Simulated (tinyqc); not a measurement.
Phonon-assisted absorption at an indirect gap: one step. What a slab does with it.

Slab of thickness d in air, incoherent passes: R = ((nr - 1)/(nr + 1))^2, x = exp(-alpha d); transmitted Tr = (1 - R)^2 x/(1 - R^2 x^2), reflected Rt = R + (1 - R)^2 R x^2/(1 - R^2 x^2), absorbed Ab = (1 - R)(1 - x)/(1 - R x).

Values chosen for the exercise (out of a larger set: loosely those of GaP at room temperature; Eg is not tied to T; not measured data): nr = 3.41 (refractive index); d = 42 micrometre (thickness).

alpha = 2000.14 1/cm

Task: d in cm is 1e-4 times the value in micrometres.

Give: R; x; Tr; Rt; Ab.

Result:

R = 0.2986
x = 0.0002
Tr = 0.0001
Rt = 0.2986
Ab = 0.7012

A single pass would absorb (1 - R)(1 - x) = 0.7012; the back face adds 0.0000.

Program tinyqc; command `OMP_NUM_THREADS=1 python tinyqc.py 1682610 1682611 out.jsonl`; about 0.01 s on one thread of a shared Intel(R) Xeon(R) Processor @ 2.30GHz.
